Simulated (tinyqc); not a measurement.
# From time to reach the membrane back to bath temperature T

Model: anisotropic wet etching of Si(100): plane rates, V-grooves, membranes and undercut. Computed by tinyqc, a small Python program. Command: `OMP_NUM_THREADS=1 python tinyqc.py 3022388 3022389 out.jsonl wetetch inv`. One thread of a shared host (Intel(R) Xeon(R) Processor @ 2.30GHz), about 0.02 s of CPU time with the checks.

A long slot opens the mask on a (100) wafer. The floor etches at R100; (111) walls stand at theta = arctan(sqrt2) = 54.7356 degrees to the surface and recede at R111 along their normal.

Inputs (values chosen for the exercise, close to those used for potassium hydroxide solutions):

| quantity | value | unit |
|---|---|---|
| prefactor k0 of the (100) rate | 5.6e+08 | um/min |
| activation energy of (100), E | 0.59 | eV |
| ratio (100)/(111) at 80 C | 360 | - |
| extra energy of (111), dE | 0.11 | eV |
| ratio (100)/oxide at 80 C | 170 | - |
| extra energy of the oxide, dE_ox | 0.23 | eV |
| corner undercut rate over (100) rate, c | 1.8 | - |
| width w (mask opening along <110>, or membrane width in the design step) | 640 | um |
| misalignment of the mask | 1 | degrees |
| etch time t | 86 | min |
| wafer thickness d | 675 | um |
| membrane thickness wanted | 22 | um |

Constants: k_B = 8.617333262e-05 eV/K.

Method:
- R100 = k0 exp(-E/(k_B T)); a ratio given at 80 C scales as exp[(extra energy/k_B)(1/T - 1/353.15 K)]; R111 and R_ox follow by division.
- Temperatures in kelvin are T(C) + 273.15.
- A misaligned edge exposes ledges and adds R100 sin(misalignment) to the lateral rate (a simple estimate): u = R111/sin(theta) + R100 sin(misalignment). Top width W = w + 2 u t; floor width b = W - 2 z/tan(theta) = W - sqrt2 z. The floor lasts until b = 0, at t_V = w/(sqrt2 R100 - 2u); depth z = R100 t before t_V and W/sqrt2 after.
- Etch depth d - membrane, time = depth/R100; for a membrane as wide as w the opening must be w + sqrt2 depth - 2 u time; oxide mask consumed R_ox x time; a 1 K error changes the depth by the fraction E/(k_B T^2); a convex mask corner, such as that of a mesa, would retreat by c x depth.

Question. A run gave the result below. Find the bath temperature T, known to lie between 53 and 74 C.

time to reach the membrane = 806.4942 min

Answer.

Each step takes the trial c = (a f_b - b f_a)/(f_b - f_a), f being the result less the target and a, b, c the logarithms of the listed values; c replaces end b, the old b replaces a if the sign of f changed, and otherwise f_a is halved.

Scan of the range:

| bath temperature T (C) | time to reach the membrane (min) |
|---|---|
| 53.0 | 1526.16 |
| 56.0 | 1260.39 |
| 59.2 | 1031.63 |
| 62.6 | 837.38 |
| 66.2 | 674.49 |
| 70.0 | 539.44 |
| 74.0 | 428.65 |

False position (Illinois rule, in the logarithm of the input) inside the bracket:

| step | end a | end b | trial | time to reach the membrane (min) |
|---|---|---|---|---|
| 1 | 62.6000 | 66.2000 | 63.2673 | 804.189 |
| 2 | 62.6000 | 63.2673 | 63.1803 | 808.436 |
| 3 | 63.2673 | 63.1803 | 63.2200 | 806.492 |
| 4 | 63.1803 | 63.2200 | 63.2200 | 806.494 |
| 5 | 63.1803 | 63.2200 | 63.2200 | 806.494 |
| 6 | 63.2200 | 63.2200 | 63.2200 | 806.494 |

Time to reach the membrane falls at every point of a 13-point scan of the range (every second point is shown), so one value fits; it is bracketed by 62.6 and 66.2. Answer: bath temperature T = 63.22 C.

Caution: rates also depend on concentration, doping, additives and stirring, all held fixed here.
